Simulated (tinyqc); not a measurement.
Inside a calculation. Model: one-sided p+-n junction, ionisation integral and breakdown.

tinyqc, about 0.07 s, one thread, Intel Xeon 2.30GHz (shared host): `OMP_NUM_THREADS=1 python tinyqc.py 2120069 2120070 out.jsonl` Printed values are rounded.

A p+ layer at x < 0 and an n drift layer from x = 0. Depletion approximation, built-in voltage neglected. Local ionisation coefficients alpha_n = an exp(-(bn/E)^mx), alpha_p = ap exp(-(bp/E)^mx). Electrons move towards +x, holes towards x = 0.

Parameters, values chosen for the exercise; material values close to those of 4H silicon carbide: relative permittivity eps_r = 9.83; prefactor of the electron ionisation coefficient an = 1.68e8 1/cm; field constant for electrons bn = 3.41e7 V/cm; prefactor of the hole ionisation coefficient ap = 3.21e8 1/cm; field constant for holes bp = 2.44e7 V/cm; exponent mx = 1; donor density of the drift layer N = 1.1e16 cm^-3; reverse voltage V = 1220 V; share of the depleted width that the grid covers fr = 0.6.

Constants: q = 1.602176634e-19 C, eps0 = 8.8541878128e-14 F/cm where lengths are in cm. Results are converted to the units shown.

## Field and ionisation coefficients on a grid

W = sqrt(2 eps0 eps_r V/(q N)), peak field E0 = q N W/(eps0 eps_r), falling linearly to 0 at W. Grid: 13 equal steps from 0 to fr W.

W = 10.97727 um

```
point    x (um)  E (kV/cm)  alpha_n (1/cm)  alpha_p (1/cm)
0      0.000000   2222.774        36.53550        5484.482
1      0.506643   2120.185        17.39128        3224.456
2      1.013287   2017.595        7.676498        1796.050
3      1.519930   1915.005        3.104138        939.6177
4      2.026574   1812.416        1.132930        456.8054
5      2.533217   1709.826       0.3663843        203.6689
6      3.039860   1607.237       0.1025849        81.90955
7      3.546504   1504.647      0.02414574        29.09378
8      4.053147   1402.058     0.004598963        8.881377
9      4.559791   1299.468     6.741656e-4        2.247989
10     5.066434   1196.878     7.110826e-5       0.4495924
11     5.573077   1094.289     4.919431e-6      0.06649452
12     6.079721   991.6992     1.958432e-7     0.006622497
13     6.586364   889.1096     3.705304e-9     3.873302e-4
```

## Ionisation integrals by the trapezoid rule

G(x) = integral from 0 to x of (alpha_n - alpha_p); I_n = integral of alpha_n exp(-G) (electrons injected at x = 0), I_p = integral of alpha_p exp(G(end) - G) (holes injected at the far edge); M = 1/(1 - I). All integrals by the trapezoid rule on the grid.

```
point           G  alpha_n exp(-G) (1/cm)
0       0.0000000                36.53550
1      -0.2192502                21.65462
2      -0.3457955                10.84776
3      -0.4148228                 4.69998
4      -0.4500899                 1.77695
5      -0.4667831                 0.58433
6      -0.4740056                 0.16479
7      -0.4768143                 0.03890
8      -0.4777756                 0.00742
9      -0.4780574                 0.00109
10     -0.4781257                 0.00011
11     -0.4781388                 0.00001
12     -0.4781406                 0.00000
13     -0.4781408                 0.00000
```

I_n = 0.002940747
I_p = 0.3755333
M_n = 1.002949
M_p = 1.601366

A grid of 1500 steps over the whole width gives I_n = 0.002862 and I_p = 0.3746; the coarse I_n is 2.8 % above and the coarse I_p 0.24 % above those values. Holes multiply more: on this coarse grid M - 1 is 204 times as large for them.

## Breakdown voltage by secant steps

G(x) = integral from 0 to x of (alpha_n - alpha_p); I_n = integral of alpha_n exp(-G) (electrons injected at x = 0), I_p = integral of alpha_p exp(G(end) - G) (holes injected at the far edge); M = 1/(1 - I). Secant steps on ln I_n(V) = 0 with the integrals on a fine grid (1500 steps), from the points V = 1350 and 1710 V; stop when the step is below 1e-7 of V.

Course of the iteration:
```
step     V (V)        I_n  change of V (V)
1         1710  0.2406230              152
2     1861.667   1.971071            -48.9
3     1812.731  0.9328608             4.55
4     1817.277  0.9969811            0.207
5     1817.484   1.000014         -9.72e-4
6     1817.483   1.000000          1.98e-7
```

Breakdown at 1817.5 V, with a peak field of 2713 kV/cm and W = 13.40 um. The integral for holes reaches 1 at the same voltage.
